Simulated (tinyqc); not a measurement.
A chain with two barriers and dephasing by Buettiker voltage probes: resistance against length.

Sites 1 to 6 form a chain with hopping -t. Lead L joins site 1 and lead R site 6, both semi-infinite chains with hopping -t and site energy 0. Every site carries a probe with self-energy -i Gamma_p/2 that draws no net current. Linear response at zero temperature: mu_L = 1, mu_R = 0 in units of the bias.

Sigma = t^2 g(E), g(x) = (x - i sqrt(4 t^2 - x^2))/(2 t^2) for |x| < 2 t and (x - sign(x) sqrt(x^2 - 4 t^2))/(2 t^2) otherwise; Gamma = -2 Im Sigma; G = (E - H - Sigma_L - Sigma_R + i Gamma_p/2)^(-1). With Gamma the broadening by one lead, T_RL = Gamma^2 |G_(last,1)|^2, T_pL = Gamma Gamma_p |G_(p,1)|^2, T_pR = Gamma Gamma_p |G_(p,last)|^2, T_pq = Gamma_p^2 |G_(p,q)|^2 for p != q. No current into probe p: W mu = T_pL with W_pp = T_pL + T_pR + sum_q T_pq and W_pq = -T_pq. Then T_eff = T_RL + sum_p T_pR mu_p, and the resistance is (h/2q^2)/T_eff. Without probes means Gamma_p = 0. The list U is repeated k times, each site with its probe.

Values chosen for this exercise: hopping (matrix element -t) t = 1 eV; site energies 1 to N U = [2, 0, 0, 0, 0, 3.7] eV; Fermi energy E = 1.13 eV; probe broadening Gamma_p gp = 0.9 eV.

Constants: q = 1.602176634e-19 C, h = 6.62607015e-34 J s. Results are converted to the units shown.

Results:
```
k   sites  T without probes      T_eff  resistance (kohm)
1       6          0.027467    0.10469             123.28
2      12         0.0017470   0.059838             215.69
4      24         8.7543e-6   0.032573             396.23
6      36         4.4235e-8   0.022375             576.83
8      48        2.2353e-10   0.017039             757.44
12     72        5.7076e-15   0.011537             1118.7
16     96        1.4574e-19  0.0087213             1479.9
```

Estimate the missing row, k = 3.

Computed row:
```
k  sites  T without probes     T_eff  resistance (kohm)
3     18         1.2322e-4  0.042188             305.93
```

With this row back in the table: The resistance rises from 123 to 1480 kohm, by 15.1 kohm a site between k = 8 and 12 and 15.1 between 12 and 16: Ohm's law, R = R0 + rho N with the extrapolated intercept R0 = 35.0 kohm (h/2q^2 = 12.91 kohm). The intercept differs from h/2q^2, since the ends of the chain scatter differently from its bulk, so no mean free path is read from it. Without probes T has fallen to 1.46e-19.

Computed by the program tinyqc: `OMP_NUM_THREADS=1 python tinyqc.py 2700012 2700013 out.jsonl`, one thread of a shared Intel Xeon 2.30GHz, about 0.01 s for the whole run.
